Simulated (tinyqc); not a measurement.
Inside a calculation. Model: X-ray reflectivity of a thin film on silicon: critical angles, Parratt recursion, fringes and roughness. Computed by tinyqc, a small Python program that keeps every step. Command: `OMP_NUM_THREADS=1 python tinyqc.py 3121251 3121252 out.jsonl xrr walk`. One thread of a shared host (Intel(R) Xeon(R) Processor @ 2.30GHz), about 0.01 s of CPU time with the checks. Intermediate numbers are printed to about 7 digits and carried at full precision; extremes and crossings named in words are read from the listed rows.

n = 1 - delta + i beta; the classical electron radius is r_e = 2.8179403e-6 nm. Layer 0 is vacuum, 1 the film, 2 the substrate.

Inputs (values chosen for the exercise, modelled on TaN on silicon, copper K-alpha radiation):

| quantity | value | unit |
|---|---|---|
| wavelength lambda | 0.15406 | nm |
| film density rho | 15.1 | g/cm^3 |
| effective electrons per unit mass, film | 0.409 | mol/g |
| beta/delta, film | 0.078 | - |
| film thickness d | 47.3 | nm |
| roughness of the surface sigma_1 | 0.23 | nm |
| roughness of the interface sigma_2 | 0.71 | nm |
| substrate density | 2.33 | g/cm^3 |
| effective electrons per unit mass, substrate | 0.507 | mol/g |
| beta/delta, substrate | 0.023 | - |
| grazing angle theta | 2.03 | degrees |

Constants: N_A = 6.02214076e+23 1/mol.

## Optical constants

delta = r_e lambda^2 rho_e/(2 pi), rho_e = density x electrons per mass x N_A; critical angle sqrt(2 delta), q_c = 4 sqrt(pi r_e rho_e).

Constants:

| layer | rho_e (1/nm^3) | delta | beta | critical angle (degrees) | q_c (1/nm) |
|---|---|---|---|---|---|
| film | 3719.214 | 3.958976e-05 | 3.088001e-06 | 0.5098343 | 0.7258158 |
| substrate | 711.402 | 7.572626e-06 | 1.741704e-07 | 0.2229774 | 0.3174375 |

The film is denser in electrons than the substrate, and thick enough to set the edge of total reflection.

## Critical angle of the film

The formulas are those given above.

critical angle of the film = 0.5098343 degrees

## Reflectivity at one angle

k_j = (2 pi/lambda) sqrt(sin^2 theta - 2 delta_j + 2 i beta_j); r_ij = (k_i - k_j)/(k_i + k_j) x exp(-2 k_i k_j sigma^2) (Nevot-Croce); r = (r_01 + r_12 p)/(1 + r_01 r_12 p), p = exp(2 i k_1 d); R = |r|^2.

k_0, k_1, k_2 (1/nm): 1.444683  1.398363+0.003673i  1.435938+0.000202i

1000 r_01 = 13.15501-1.06773i

1000 r_12 = -1.749675+0.173954i

p = 0.6664303+0.2344485i

reflectivity R = 1.446189e-04

q = 4 pi sin(theta)/lambda = 2.889366 1/nm

## Fringe period, contrast and decay

Far above the critical angle the period is d theta = lambda/(2 d), or 2 pi/d in q; the envelope runs between (|r_01| - |r_12 p|)^2 and (|r_01| + |r_12 p|)^2; contrast = 2 a b/(a^2 + b^2) with a = |r_01|, b = |r_12 p|; roughness factors on the amplitudes are about exp(-q^2 sigma^2/2).

period in theta = 0.09330854 degrees

period in q = 0.1328369 1/nm

contrast = 0.1865813

roughness factor, surface = 0.8018641

roughness factor, interface = 0.1219404

## Thickness from the minima

Minima of R theta^4 are located on 6001 points over 7.5 periods, from 1.15 times the larger critical angle. With refraction, sin^2(theta_m) = 2 delta + m^2 (lambda/(2 d))^2, m integer or half-integer; the first six minima are used, and the first order is the one that minimises the largest residual of the least-squares line plus the distance of its intercept from 2 delta. Without refraction, d = lambda/(2 x mean step of sin theta).

Minima:

| order m | theta (degrees) | sin^2 theta |
|---|---|---|
| 4 | 0.6329637 | 1.220379e-04 |
| 5 | 0.6918647 | 1.458062e-04 |
| 6 | 0.7577639 | 1.749030e-04 |
| 7 | 0.8290283 | 2.093453e-04 |
| 8 | 0.9043749 | 2.491241e-04 |
| 9 | 0.9828708 | 2.942422e-04 |

d with refraction = 47.32346 nm

d without refraction = 63.07304 nm

Against d = 47.3 nm the errors are +0.05 % with and +33.35 % without refraction. The orders are integers, as r_01 and r_12 have opposite signs for a film denser than the substrate.

## Which roughness does what

R is averaged over one period above each angle (64 points); contrast = (max - min)/(max + min) of R theta^4 over that period. Cases: smooth; only sigma_1; only sigma_2; both.

Mean R and contrast:

| theta (degrees) | R smooth | contrast | R, sigma_1 | contrast, sigma_1 | R, sigma_2 | contrast, sigma_2 | R, both | contrast, both |
|---|---|---|---|---|---|---|---|---|
| 0.8 | 1.414864e-02 | 0.5356604 | 1.338535e-02 | 0.5478453 | 1.360914e-02 | 0.4149791 | 1.284760e-02 | 0.4248671 |
| 1.2 | 2.567415e-03 | 0.7455528 | 2.266283e-03 | 0.7807170 | 2.222182e-03 | 0.4160845 | 1.923598e-03 | 0.4417358 |
| 1.8 | 5.359453e-04 | 0.8489380 | 4.159390e-04 | 0.9206950 | 4.047872e-04 | 0.2178049 | 2.869243e-04 | 0.2649646 |
| 2.5 | 1.481407e-04 | 0.8952866 | 9.577352e-05 | 0.9915425 | 1.059268e-04 | 0.0493040 | 5.378000e-05 | 0.0818999 |
| 3.5 | 3.979287e-05 | 0.9241882 | 1.958565e-05 | 0.9626876 | 2.752704e-05 | 0.0024884 | 7.269249e-06 | 0.0347543 |

At 2.5 degrees sigma_1 alone multiplies the mean R by 0.65 and sigma_2 alone by 0.72; the contrast goes from 0.90 (smooth) to 0.99 and 0.05.

Checks made by the program: smooth bare substrate far above q_c against (q_c/2q)^4 (relative difference 1e-03).
